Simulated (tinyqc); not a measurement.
# Polycrystalline film, grain-boundary barriers (Seto model): effects of single changes

One-dimensional grains of size Lg with donors N; each boundary has Qt acceptor-like traps per area at one level Et below the band edge. Trapped electrons qt deplete a width w = qt/N (both sides together) and raise a barrier Vb = q N w^2/(8 eps0 eps_r). Current crosses the barriers by thermionic emission at small bias. Abrupt depletion, full ionisation, Boltzmann statistics.

Inputs (values chosen for the exercise); values close to those of polycrystalline silicon: temperature T = 300 K; relative permittivity of the semiconductor eps_r = 11.7; grain size Lg = 80 nm; trap density at a boundary Qt = 1.1e12 cm^-2; donor density N = 4.3e16 cm^-3; mobility inside a grain mg = 290 cm^2/(V s); collection velocity at the barrier vc = 3.2e6 cm/s; conduction-band density of states at T Nc = 2.8e19 cm^-3; trap level below the band edge Et = 0.41 eV.

Constants: q = 1.602176634e-19 C, kB = 1.380649e-23 J/K, Vt = kB T/q, eps0 = 8.8541878128e-14 F/cm where lengths are in cm. Results are converted to the units shown.

Each table varies one quantity; the others keep the values above.

## Effect of the grain size

Partly depleted grains: the density at the grain centre is n0 = N and qt = Qt/(1 + 2 (Nc/N) exp((Vb - Et)/Vt)). If that gives qt >= N Lg, the grains are fully depleted: qt = N Lg, w = Lg and n0 = 2 Nc exp((Vb - Et)/Vt)/(Qt/(N Lg) - 1). Resistivity: barriers rb = Vt exp(Vb/Vt)/(q n0 vc Lg), grain interior rg = (1 - w/Lg)/(q mg N); effective mobility 1/(q N (rb + rg)).

Effect of the grain size:
```
Lg (nm)    w/Lg    Vb (V)  n0 (cm^-3)  resistivity (ohm cm)
16        1.000  0.002128    5.254e11               6.513e4
26        1.000  0.005620    1.020e12               2.364e4
42        1.000   0.01466    2.512e12                  8427
69        1.000   0.03958    1.238e13                  2728
110       1.000    0.1006    2.678e14                 837.8
180      0.8862    0.2115    4.300e16                 233.2
300      0.5317    0.2115    4.300e16                 140.1
480      0.3323    0.2115    4.300e16                 87.77
```

What does the table show?

As Lg goes from 16 to 480 nm, the barrier rises from 0.00213 to 0.212 V and the resistivity falls from 65100 to 87.8 ohm cm. The grains are fully depleted in 5 of the 8 rows. For Lg = 16 to 69 nm the barrier is under 2 Vt, where the depletion and emission pictures are rough.

## Effect of the donor density

Same model as above.

Results:
```
N (cm^-3)      w/Lg     Vb (V)  n0 (cm^-3)  resistivity (ohm cm)
6.9e15       1.0000  0.0085372   5.3311e11                 16449
1.4e16       1.0000   0.017322   1.6067e12                7666.4
2.8e16       1.0000   0.034644   7.0831e12                3398.7
5.8e16       1.0000   0.071762   8.4937e13                1191.2
2.4e17      0.57217   0.097215   2.4000e17                1.1668
4.9e17      0.28059   0.047730   4.9000e17               0.11310
1e18        0.13750   0.023391   1.0000e18              0.034141
2e18       0.068750   0.011696   2.0000e18              0.014976
4.1e18     0.033537  0.0057054   4.1000e18             0.0069903
```

Estimate the missing row, N = 1.2e17 cm^-3.

Computed row:
```
N (cm^-3)    w/Lg   Vb (V)  n0 (cm^-3)  resistivity (ohm cm)
1.2e17     1.0000  0.14847   1.5519e16                126.74
```

With this row back in the table: As N goes from 6.9e15 to 4.1e18 cm^-3, the barrier goes from 0.00854 through a maximum of 0.148 (at N = 1.2e17 cm^-3 among the rows listed) to 0.00571 V and the resistivity falls from 16400 to 0.00699 ohm cm. The grains are fully depleted in 5 of the 10 rows. The steepest fall, as N^(-6.8), lies between 1.2e17 and 2.4e17 cm^-3; N* = 1.38e17 cm^-3. The barrier grows with N while the grains are depleted and shrinks once they are not, hence the maximum. At N = 6.9e15, 1.4e16, 2.8e16, 4.9e17, 1e18, 2e18, 4.1e18 cm^-3 the barrier is under 2 Vt, where the depletion and emission pictures are rough.

## Effect of the trap density at a boundary

Same model as above.

Result of one run:
```
Qt (cm^-2)    w/Lg   Vb (V)  n0 (cm^-3)  resistivity (ohm cm)
1.8e11      0.5231  0.01456    4.300e16                0.4961
```

What becomes of these results when the trap density at a boundary Qt is changed from 1.8e11 to 8.6e11 cm^-2, all else the same?

Result of the changed run:
```
Qt (cm^-2)   w/Lg   Vb (V)  n0 (cm^-3)  resistivity (ohm cm)
8.6e11      1.000  0.05320    3.786e13                  1304
```

The whole series:
```
Qt (cm^-2)    w/Lg   Vb (V)  n0 (cm^-3)  resistivity (ohm cm)
1.8e11      0.5231  0.01456    4.300e16                0.4961
2.7e11      0.7844  0.03274    4.300e16                0.6279
4e11         1.000  0.05320    3.488e14                 141.5
5.9e11       1.000  0.05320    7.941e13                 621.5
8.6e11       1.000  0.05320    3.786e13                  1304
1.3e12       1.000  0.05320    2.043e13                  2415
1.9e12       1.000  0.05320    1.255e13                  3931
2.8e12       1.000  0.05320    7.954e12                  6205
```

As Qt goes from 1.8e11 to 2.8e12 cm^-2, the barrier rises from 0.0146 to 0.0532 V and the resistivity rises from 0.496 to 6200 ohm cm. The grains are fully depleted in 6 of the 8 rows. For Qt = 1.8e11 to 2.7e11 cm^-2 the barrier is under 2 Vt, where the depletion and emission pictures are rough.

Program tinyqc, `OMP_NUM_THREADS=1 python tinyqc.py 2610034 2610035 out.jsonl`; Intel Xeon 2.30GHz, shared host, one thread, about 0.01 s.
